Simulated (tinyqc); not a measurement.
## Undoped symmetric double-gate MOSFET, analytic potential model: effect of the temperature

An undoped body of thickness ts between two equal insulators and tied gates; long channel, electrons only, n = ni exp((psi - V)/Vt) with V the quasi-Fermi potential (0 at the source, Vd at the drain), constant mobility, no quantisation. Across the body psi(x) = V - 2 Vt ln[(ts/(2 beta)) sqrt(q ni/(2 eps0 eps_r Vt)) cos(2 beta x/ts)], x from the centre. Q is the electron charge per area of the whole body.

Nc and Nv are given at 250 K and scale as (T/250 K)^1.5; Eg and mu are held fixed. ni = sqrt(Nc Nv) exp(-Eg/(2 Vt)), Eg in volts; r = eps_r tox/(eox ts); V0 = dphi + 2 Vt ln[(2/ts) sqrt(2 eps0 eps_r Vt/(q ni))]. beta (between 0 and pi/2) solves (Vg - V0 - V)/(2 Vt) = ln(beta) - ln(cos beta) + 2 r beta tan(beta). Q = 8 eps0 eps_r Vt beta tan(beta)/ts; I = mu (1/L)(4 eps0 eps_r/ts)(2 Vt)^2 [g(beta_s) - g(beta_d)] per width, g = beta tan(beta) - beta^2/2 + r beta^2 tan^2(beta), with beta_s at V = 0 and beta_d at V = Vd.  I(low) is taken at Vg = 0.46 V, Qs and I(high) at Vg = 1.21 V.

Inputs (values chosen for the exercise); material values close to those of silicon: band gap Eg = 1.12 eV; relative permittivity of the semiconductor eps_r = 11.7; conduction-band density of states at the reference temperature Nc = 2.15e19 cm^-3; valence-band density of states at the reference temperature Nv = 2e19 cm^-3; relative permittivity of the gate insulator eox = 9.19; insulator thickness tox = 2.4 nm; body thickness ts = 5 nm; gate work function less that of the intrinsic body dphi = 0.18 V; channel mobility mu = 430 cm^2/(V s); gate length L = 2 um; drain voltage Vd = 0.8 V.

Constants: q = 1.602176634e-19 C, kB = 1.380649e-23 J/K, Vt = kB T/q, eps0 = 8.8541878128e-14 F/cm where lengths are in cm. Results are converted to the units shown.

Result of one run:
```
T (K)	V0 (V)	I(low) (nA/um)	Qs(high) (nC/cm^2)	I(high) (uA/um)
370	0.6847	3.143	2824	158.8
```

What becomes of these results when the temperature T is changed from 370 to 310 K, all else the same?

Result of the changed run:
```
T (K)	V0 (V)	I(low) (nA/um)	Qs(high) (nC/cm^2)	I(high) (uA/um)
310	0.6961	0.3695	2808	152.5
```

The whole series:
```
T (K)	V0 (V)	I(low) (nA/um)	Qs(high) (nC/cm^2)	I(high) (uA/um)
220	0.7121	0.002153	2810	145.5
250	0.7069	0.01744	2805	147.5
280	0.7015	0.09320	2804	149.8
310	0.6961	0.3695	2808	152.5
340	0.6905	1.173	2814	155.5
370	0.6847	3.143	2824	158.8
400	0.6789	7.370	2836	162.3
430	0.6730	15.53	2851	166.0
```

As T goes from 220 to 430 K, I(low) rises from 0.00215 to 15.5 nA/um and I(high) rises from 146 to 166 uA/um. V0 falls from 0.712 to 0.673 V. In every row the surface density at the source at the higher gate voltage passes 0.3 Nc, where Boltzmann statistics fail. In every row the mobility is held fixed, though a real one changes with T. In every row the body is thin enough for quantum confinement, left out here, to raise the threshold.

Numbers from tinyqc (`OMP_NUM_THREADS=1 python tinyqc.py 2440027 2440028 out.jsonl`; about 0.01 s on one thread of a shared Intel Xeon 2.30GHz).
